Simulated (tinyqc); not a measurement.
# Changing the dopant density N_X

Model: self-consistent Fermi level with native defects, at growth and after a quench. Computed by tinyqc, a small Python program. Command: `OMP_NUM_THREADS=1 python tinyqc.py 3017867 3017868 out.jsonl scfermi sweep`. One thread of a shared host (Intel(R) Xeon(R) Processor @ 2.30GHz), about 0.1 s of CPU time with the checks.

Energies are counted from the top of the valence band (VBM); when the gap shrinks with temperature the conduction band moves and the levels stay. The added dopant is taken as fully ionised. D and A draw on one reservoir with opposite signs, as the two vacancies of a compound do.

Inputs (values chosen for the exercise, for a model semiconductor):
```
quantity                                value   unit
gap E_g at 300 K                         1.42     eV
slope -dE_g/dT above 300 K            0.00025   eV/K
electron mass m_e                      0.0936    m_0
valleys M_c                                 1      -
hole mass m_h                           0.505    m_0
E_f of the neutral native donor D       1.592     eV
E_f of the neutral native acceptor A   0.7107     eV
shift s of the chemical potential       -0.13     eV
site density N_s                      2.9e+22  cm^-3
growth temperature T_g                   1140      K
temperature of use T                      300      K
```

Added shallow dopant: donor.

levels of D above the VBM, most positive state first (eV): 0.889  1

levels of A above the VBM, (0/-1) first (eV): 0.795  0.8

Constants: m_0 = 9.1093837015e-31 kg; k_B = 1.380649e-23 J/K; h = 6.62607015e-34 J s; k_B = 8.617333262e-05 eV/K.

Method:
- E_f(D, 0) = input + s and E_f(A, 0) = input - s; E_f(q, E_F = 0) follows from the levels, eps(q/q-1) = E_f(q - 1) - E_f(q) at E_F = 0.
- E_g(T) = E_g - slope x max(0, T - 300 K).
- N_c = 2 M_c (2 pi m_e k_B T/h^2)^(3/2) and N_v = 2 (2 pi m_h k_B T/h^2)^(3/2), masses in units of m_0.
- At growth T = T_g.
- n = N_c F_1/2((E_F - E_g)/k_B T), p = N_v F_1/2(-E_F/k_B T).
- F_1/2(eta) = (2/sqrt(pi)) int_0^infinity sqrt(x)/(1 + exp(x - eta)) dx, by the trapezoid rule in t = sqrt(x) with step 0.02 up to t = 12 (for eta < -12 by exp(eta) - exp(2 eta)/2^(3/2)).
- In equilibrium c_q = N_s exp(-(E_f(q, 0) + q E_F)/k_B T).
- Net charge = p - n + sum q c_q + N_X; the log ratio is ln(positive charge/negative charge).
- E_F is the root of the log ratio, by 50 bisections between -0.5 eV and E_g + 0.5 eV.
- After a quench the totals of D and A stay as grown, and each is shared among its charge states with weights exp(-(E_f(q, 0) + q E_F)/k_B T).

One run for each value; columns: (1) dopant density N_X (cm^-3); (2) E_F at growth (eV); (3) total D (cm^-3); (4) total A (cm^-3); (5) E_F after the quench (eV); (6) n after the quench (cm^-3); (7) p after the quench (cm^-3):
```
(1)          (2)        (3)        (4)     (5)        (6)        (7)
1.00e+15  0.6956  1.817e+18  8.292e+18  0.7715  9.160e+06  9.866e+05
4.00e+15  0.6956  1.816e+18  8.293e+18  0.7715  9.162e+06  9.864e+05
2.00e+16  0.6957  1.811e+18  8.297e+18  0.7715  9.174e+06  9.851e+05
7.00e+16  0.6961  1.797e+18  8.312e+18  0.7716  9.211e+06  9.811e+05
3.00e+17  0.6981  1.730e+18  8.383e+18  0.7721  9.385e+06  9.630e+05
1.00e+18  0.7043  1.541e+18  8.614e+18  0.7736  9.947e+06  9.086e+05
4.00e+18  0.7303  9.470e+17  9.869e+18  0.7802  1.283e+07  7.046e+05
2.00e+19  0.8085  2.392e+17  1.892e+19  0.8008  2.846e+07  3.176e+05
7.00e+19  0.8777  8.350e+16  4.700e+19  0.8194  5.843e+07  1.547e+05
3.00e+20  0.9544  3.403e+16  1.695e+20  0.8400  1.299e+08  6.960e+04
```

What does the table show, and why?

Over the rows, E_F at growth (eV) rises from 0.696 to 0.954; total D (cm^-3) falls from 1.82e18 to 3.40e16 (exponent d ln y / d ln x -3.5e-4 between the first rows and -0.62 between the last); total A (cm^-3) rises from 8.29e18 to 1.69e20 (exponent d ln y / d ln x 7.8e-5 between the first rows and 0.88 between the last). The density of carriers of the sign that the dopant should give, relative to N_X, goes after the quench from 9.2e-7 % to 4.3e-11 %. Doping moves E_F at growth, which lowers E_f of the compensating defect by its charge times the shift.

Caution (rows 7.00e19, 3.00e20): above about 2e19 cm^-3 defects interact, pair and form bands, which the dilute model leaves out.
